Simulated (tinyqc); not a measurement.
Worked calculation: Pariser-Parr-Pople SCF with singles CI, for the molecule Nc1cnc2[nH]cnc2n1 (SMILES; centres numbered as the heavy atoms are written). Computed by tinyqc, a small Python program that keeps every step. Settings: charge = 0, gamma = MN, start = huckel, damping = 0.5, iteration cap = 51, excitations kept = 6. Command: `OMP_NUM_THREADS=1 python tinyqc.py 20754 20755 out.jsonl` (the two numbers bound the seeds that draw the settings). One thread of a shared host (Intel(R) Xeon(R) Processor @ 2.60GHz), about 0.03 s of CPU time with the checks. Later iterations appear only in the table of the cycle.

## PPP integrals

Centres (angstrom, eV; a flat drawing with bonds scaled to 1.40 angstrom):
```
centre,x,y,core charge z,W,gamma_rr
1N,-3.20600,0.69000,2,25.60000,16.80000
2C,-1.88700,0.22100,1,11.16000,11.13000
3C,-1.63300,-1.15500,1,11.16000,11.13000
4N,-0.31400,-1.62400,1,14.10000,12.30000
5C,0.75200,-0.71500,1,11.16000,11.13000
6N,2.14000,-0.89900,2,25.60000,16.80000
7C,2.74300,0.36400,1,11.16000,11.13000
8N,1.72900,1.32800,1,14.10000,12.30000
9C,0.49800,0.66100,1,11.16000,11.13000
10N,-0.82200,1.13000,1,14.10000,12.30000
```

Resonance integrals (eV):
```
i,j,beta
1,2,-1.98000
2,3,-2.11000
3,4,-2.22000
4,5,-2.22000
5,6,-1.98000
6,7,-1.98000
7,8,-2.22000
8,9,-2.22000
9,10,-2.22000
10,2,-2.22000
9,5,-2.11000
```

Mataga-Nishimoto: gamma = 14.399645/(R + a), a = 2 x 14.399645/(gamma_rr + gamma_ss); H_rr = -W_r - sum_(s != r) z_s gamma_rs; H_rs = beta for bonds.

repulsion gamma_rs (eV):
```
,1N,2C,3C,4N,5C,6N,7C,8N,9C,10N
1N,16.80000,5.92328,4.16698,3.06801,2.75270,2.23796,2.06032,2.41372,3.04096,4.21791
2C,5.92328,11.13000,5.34703,3.94112,3.51739,2.76333,2.42992,2.87371,3.87190,5.47652
3C,4.16698,5.34703,11.13000,5.47710,3.87190,2.99195,2.42995,2.66232,3.51761,3.94099
4N,3.06801,3.94112,5.47710,12.30000,5.47493,4.05793,2.95334,3.02468,3.94063,3.62605
5C,2.75270,3.51739,3.87190,5.47493,11.13000,5.92269,4.04672,4.12154,5.34703,3.94042
6N,2.23796,2.76333,2.99195,4.05793,5.92269,16.80000,5.92410,4.42484,4.36880,3.14405
7C,2.06032,2.42992,2.42995,2.95334,4.04672,5.92410,11.13000,5.47876,4.04674,2.95345
8N,2.41372,2.87371,2.66232,3.02468,4.12154,4.42484,5.47876,12.30000,5.47671,3.86114
9C,3.04096,3.87190,3.51761,3.94063,5.34703,4.36880,4.04674,5.47671,11.13000,5.47514
10N,4.21791,5.47652,3.94099,3.62605,3.94042,3.14405,2.95345,3.86114,5.47514,12.30000
```

core matrix H (eV):
```
,1N,2C,3C,4N,5C,6N,7C,8N,9C,10N
1N,-57.71979,-1.98000,0.00000,0.00000,0.00000,0.00000,0.00000,0.00000,0.00000,0.00000
2C,-1.98000,-55.99082,-2.11000,0.00000,0.00000,0.00000,0.00000,0.00000,0.00000,-2.22000
3C,0.00000,-2.11000,-52.72475,-2.22000,0.00000,0.00000,0.00000,0.00000,0.00000,0.00000
4N,0.00000,0.00000,-2.22000,-56.78972,-2.22000,0.00000,0.00000,0.00000,0.00000,0.00000
5C,0.00000,0.00000,0.00000,-2.22000,-58.83072,-1.98000,0.00000,0.00000,-2.11000,0.00000
6N,0.00000,0.00000,0.00000,0.00000,-1.98000,-63.67361,-1.98000,0.00000,0.00000,0.00000
7C,0.00000,0.00000,0.00000,0.00000,0.00000,-1.98000,-51.46772,-2.22000,0.00000,0.00000
8N,0.00000,0.00000,0.00000,0.00000,0.00000,0.00000,-2.22000,-55.27600,-2.22000,0.00000
9C,0.00000,0.00000,0.00000,0.00000,-2.11000,0.00000,0.00000,-2.22000,-57.65525,-2.22000
10N,0.00000,-2.22000,0.00000,0.00000,0.00000,0.00000,0.00000,0.00000,-2.22000,-58.09762
```

## Starting guess

pi electrons, sum of z_r less the charge = 12

Orbitals of the Hueckel matrix of the beta values.

P at the start:
```
,1N,2C,3C,4N,5C,6N,7C,8N,9C,10N
1N,1.66073,0.56071,-0.21781,-0.08922,0.19113,-0.06121,-0.09395,0.12893,-0.01982,-0.35711
2C,0.56071,1.02823,0.49749,-0.02991,-0.18236,0.09718,0.08335,-0.12755,-0.05216,0.60645
3C,-0.21781,0.49749,1.13194,0.74418,-0.13909,-0.15744,0.15538,0.08146,-0.23369,0.06577
4N,-0.08922,-0.02991,0.74418,1.02127,0.55497,-0.07784,-0.13818,0.04292,0.06461,-0.31261
5C,0.19113,-0.18236,-0.13909,0.55497,1.15235,0.52917,-0.18188,-0.15503,0.49148,-0.03108
6N,-0.06121,0.09718,-0.15744,-0.07784,0.52917,1.29042,0.66073,-0.30645,-0.21834,0.11592
7C,-0.09395,0.08335,0.15538,-0.13818,-0.18188,0.66073,1.12871,0.65105,-0.14118,-0.10477
8N,0.12893,-0.12755,0.08146,0.04292,-0.15503,-0.30645,0.65105,1.26085,0.56814,-0.16123
9C,-0.01982,-0.05216,-0.23369,0.06461,0.49148,-0.21834,-0.14118,0.56814,1.09345,0.54536
10N,-0.35711,0.60645,0.06577,-0.31261,-0.03108,0.11592,-0.10477,-0.16123,0.54536,1.23205
```

## Iteration 1: Fock matrix

F_rr = H_rr + P_rr gamma_rr / 2 + sum_(s != r) P_ss gamma_rs; F_rs = H_rs - P_rs gamma_rs / 2; E = tr P (H + F) / 2 + core repulsion sum_(r<s) z_r z_s gamma_rs.

F (eV):
```
,1N,2C,3C,4N,5C,6N,7C,8N,9C,10N
1N,-9.87852,-3.64062,0.45380,0.13686,-0.26306,0.06849,0.09678,-0.15560,0.03013,0.75313
2C,-3.64062,-5.38810,-3.44004,0.05894,0.32072,-0.13427,-0.10126,0.18328,0.10099,-3.88062
3C,0.45380,-3.44004,-5.28973,-4.25798,0.26928,0.23553,-0.18878,-0.10843,0.41102,-0.12961
4N,0.13686,0.05894,-4.25798,-7.69269,-3.73922,0.15794,0.20405,-0.06492,-0.12730,0.56676
5C,-0.26306,0.32072,0.26928,-3.73922,-6.14707,-3.54707,0.36802,0.31949,-3.42399,0.06123
6N,0.06849,-0.13427,0.23553,0.15794,-3.54707,-11.00378,-3.93713,0.67799,0.47695,-0.18223
7C,0.09678,-0.10126,-0.18878,0.20405,0.36802,-3.93713,-6.22016,-4.00346,0.28567,0.15472
8N,-0.15560,0.18328,-0.10843,-0.06492,0.31949,0.67799,-4.00346,-7.06686,-3.77578,0.31126
9C,0.03013,0.10099,0.41102,-0.12730,-3.42399,0.47695,0.28567,-3.77578,-4.51485,-3.71296
10N,0.75313,-3.88062,-0.12961,0.56676,0.06123,-0.18223,0.15472,0.31126,-3.71296,-6.93387
```

pi energy = -179.98704 eV

## Iteration 1: orbitals and new P

Diagonalise F (the basis is taken as orthonormal) and form P = 2 sum c c over the lowest orbitals; 0.5 of the old P is kept.

orbital energies (eV): -15.01869  -13.19437  -11.91696  -11.34669  -9.68101  -8.61855  -2.06102  -0.73196  0.24865  2.18497

P after iteration 1:
```
,1N,2C,3C,4N,5C,6N,7C,8N,9C,10N
1N,1.72171,0.51889,-0.19443,-0.08162,0.17656,-0.04882,-0.07799,0.10347,-0.01174,-0.32651
2C,0.51889,0.97449,0.50823,-0.00601,-0.21316,0.08527,0.08284,-0.12106,-0.04818,0.62327
3C,-0.19443,0.50823,1.04870,0.73753,-0.16152,-0.12342,0.17711,0.05043,-0.25340,0.08213
4N,-0.08162,-0.00601,0.73753,1.11579,0.55378,-0.09055,-0.11522,0.04621,0.05348,-0.30379
5C,0.17656,-0.21316,-0.16152,0.55378,1.11302,0.48126,-0.22765,-0.11635,0.51989,-0.00539
6N,-0.04882,0.08527,-0.12342,-0.09055,0.48126,1.44404,0.60932,-0.29585,-0.19818,0.09453
7C,-0.07799,0.08284,0.17711,-0.11522,-0.22765,0.60932,1.05122,0.68780,-0.11794,-0.12430
8N,0.10347,-0.12106,0.05043,0.04621,-0.11635,-0.29585,0.68780,1.27417,0.54603,-0.12658
9C,-0.01174,-0.04818,-0.25340,0.05348,0.51989,-0.19818,-0.11794,0.54603,1.00715,0.54637
10N,-0.32651,0.62327,0.08213,-0.30379,-0.00539,0.09453,-0.12430,-0.12658,0.54637,1.24972
```

## Iteration 2: Fock matrix

As before.

F (eV):
```
,1N,2C,3C,4N,5C,6N,7C,8N,9C,10N
1N,-9.82140,-3.51675,0.40510,0.12521,-0.24301,0.05462,0.08034,-0.12488,0.01786,0.68859
2C,-3.51675,-5.49981,-3.46876,0.01184,0.37489,-0.11782,-0.10065,0.17395,0.09328,-3.92668
3C,0.40510,-3.46876,-5.34799,-4.23977,0.31269,0.18463,-0.21519,-0.06713,0.44568,-0.16184
4N,0.12521,0.01184,-4.23977,-7.64858,-3.73596,0.18373,0.17014,-0.06989,-0.10537,0.55078
5C,-0.24301,0.37489,0.31269,-3.73596,-5.93263,-3.40518,0.46062,0.23977,-3.49993,0.01062
6N,0.05462,-0.11782,0.18463,0.18373,-3.40518,-10.54547,-3.78483,0.65454,0.43290,-0.14861
7C,0.08034,-0.10065,-0.21519,0.17014,0.46062,-3.78483,-6.05265,-4.10414,0.23863,0.18356
8N,-0.12488,0.17395,-0.06713,-0.06989,0.23977,0.65454,-4.10414,-7.23925,-3.71522,0.24436
9C,0.01786,0.09328,0.44568,-0.10537,-3.49993,0.43290,0.23863,-3.71522,-4.62117,-3.71571
10N,0.68859,-3.92668,-0.16184,0.55078,0.01062,-0.14861,0.18356,0.24436,-3.71571,-7.16958
```

pi energy = -180.67788 eV

## Iteration 2: orbitals and new P

As before.

orbital energies (eV): -14.68006  -13.17684  -11.89449  -11.26413  -9.74148  -8.66677  -2.05318  -0.59961  0.13778  2.06024

P after iteration 2:
```
,1N,2C,3C,4N,5C,6N,7C,8N,9C,10N
1N,1.75772,0.49240,-0.18210,-0.07620,0.16732,-0.04143,-0.06989,0.08760,-0.00451,-0.30813
2C,0.49240,0.94612,0.51599,0.00654,-0.23146,0.07823,0.08463,-0.11524,-0.04956,0.63258
3C,-0.18210,0.51599,1.00549,0.73262,-0.17075,-0.10384,0.18668,0.03469,-0.26705,0.08773
4N,-0.07620,0.00654,0.73262,1.16464,0.55466,-0.09757,-0.10489,0.04755,0.05113,-0.29870
5C,0.16732,-0.23146,-0.17075,0.55466,1.08546,0.45503,-0.24689,-0.09737,0.53689,0.00980
6N,-0.04143,0.07823,-0.10384,-0.09757,0.45503,1.52558,0.58184,-0.29066,-0.18540,0.08138
7C,-0.06989,0.08463,0.18668,-0.10489,-0.24689,0.58184,1.00512,0.70838,-0.10704,-0.13429
8N,0.08760,-0.11524,0.03469,0.04755,-0.09737,-0.29066,0.70838,1.28709,0.52961,-0.10734
9C,-0.00451,-0.04956,-0.26705,0.05113,0.53689,-0.18540,-0.10704,0.52961,0.96037,0.54684
10N,-0.30813,0.63258,0.08773,-0.29870,0.00980,0.08138,-0.13429,-0.10734,0.54684,1.26243
```

## Convergence

Stop when output and input P, before any damping, agree to 1e-7.

Course of the cycle:
```
iteration,E (eV),largest |P(out) - P(in)|
1,-179.9870372,3.07e-01
2,-180.6778788,1.63e-01
3,-181.0482061,8.81e-02
4,-181.2439635,4.85e-02
5,-181.3463557,2.72e-02
6,-181.3995181,1.56e-02
7,-181.4269854,9.11e-03
8,-181.4411342,5.46e-03
9,-181.4484108,3.81e-03
10,-181.4521514,2.81e-03
11,-181.4540749,2.08e-03
...,...,...
41,-181.4561277,8.89e-07
42,-181.4561277,7.00e-07
43,-181.4561277,5.52e-07
44,-181.4561277,4.35e-07
45,-181.4561277,3.43e-07
46,-181.4561277,2.70e-07
47,-181.4561277,2.13e-07
48,-181.4561277,1.68e-07
49,-181.4561277,1.32e-07
50,-181.4561277,1.04e-07
51,-181.4561277,8.23e-08
```

Converged in 51 iterations.

## Converged orbitals

Charges are z - P_rr.

orbital energies (eV): -14.48899  -13.06820  -11.90585  -11.04170  -9.80303  -8.69814  -2.06965  -0.52604  0.01503  1.91622

coefficients:
```
,MO1,MO2,MO3,MO4,MO5,MO6,MO7,MO8,MO9,MO10
1N,0.11087,0.38792,-0.15818,0.58800,0.24992,0.55738,0.13285,-0.20676,-0.13221,-0.12432
2C,0.21835,0.50871,-0.13046,0.23938,-0.02913,-0.27518,-0.23728,0.47976,0.33967,0.37522
3C,0.20216,0.32171,0.29416,-0.03258,0.26696,-0.41779,-0.42466,-0.20599,-0.44449,-0.31921
4N,0.32075,0.18467,0.57784,-0.24329,0.28074,0.04418,0.46529,-0.18386,0.24752,0.27854
5C,0.42016,-0.07447,0.28935,-0.14138,-0.21199,0.43092,-0.13565,0.54036,-0.01547,-0.41586
6N,0.49193,-0.43980,0.13748,0.48804,-0.31075,-0.15694,-0.16322,-0.34856,0.17057,0.09527
7C,0.32076,-0.31024,-0.24106,0.14724,0.33633,-0.27485,0.44101,0.37858,-0.43557,0.06986
8N,0.30426,-0.15691,-0.44551,-0.28034,0.51095,0.04284,-0.21846,-0.15028,0.46537,-0.23656
9C,0.33513,0.06402,-0.25976,-0.38263,-0.16863,0.30567,-0.23411,-0.17898,-0.41372,0.53836
10N,0.26453,0.35944,-0.33292,-0.17850,-0.49242,-0.23657,0.43262,-0.19854,0.03901,-0.36274
```

pi charges: 1N 0.18667, 2C 0.08528, 3C 0.04445, 4N -0.22169, 5C -0.03285, 6N 0.37261, 7C 0.06482, 8N -0.31433, 9C 0.09567, 10N -0.28064

## Singles CI, singlets

Over the 6 single excitations with the smallest orbital gaps: A = (e_a - e_i) delta + 2 (ia|jb) - (ij|ab), with (pq|rs) = sum c_mp c_mq gamma_mn c_nr c_ns. f = 2/3 w |mu|^2 in atomic units, mu = sqrt2 sum c_ia sum_m c_mi c_ma R_m.

singlet CI matrix (eV):
```
,6>7,5>7,6>8,6>9,4>7,5>8
6>7,3.76622,-0.04140,0.05317,-0.12258,0.04792,-0.42730
5>7,-0.04140,4.84518,0.29211,0.18678,0.06118,0.05604
6>8,0.05317,0.29211,5.24591,-0.08910,-0.06079,0.01457
6>9,-0.12258,0.18678,-0.08910,5.52561,-0.19470,-0.15623
4>7,0.04792,0.06118,-0.06079,-0.19470,5.57186,0.22143
5>8,-0.42730,0.05604,0.01457,-0.15623,0.22143,5.84158
```

singlet excitation energies (eV): 3.66415  4.62393  5.37646  5.41881  5.61420  6.09882

oscillator strengths: 0.47734  0.04078  0.41565  0.16037  0.73436  0.50307

## Singles CI, triplets

Over the 6 single excitations with the smallest orbital gaps: A = (e_a - e_i) delta - (ij|ab), with (pq|rs) = sum c_mp c_mq gamma_mn c_nr c_ns.

triplet CI matrix (eV):
```
,6>7,5>7,6>8,6>9,4>7,5>8
6>7,2.18775,0.12375,0.34778,-0.29383,0.26554,0.31585
5>7,0.12375,2.98288,0.31585,0.08377,0.05917,-0.09832
6>8,0.34778,0.31585,3.40888,-0.54164,0.41033,0.15875
6>9,-0.29383,0.08377,-0.54164,4.35998,-0.10551,-0.19312
4>7,0.26554,0.05917,0.41033,-0.10551,4.69729,0.35589
5>8,0.31585,-0.09832,0.15875,-0.19312,0.35589,4.68680
```

triplet excitation energies (eV): 2.04697  2.71907  3.36315  4.38069  4.42987  5.38384
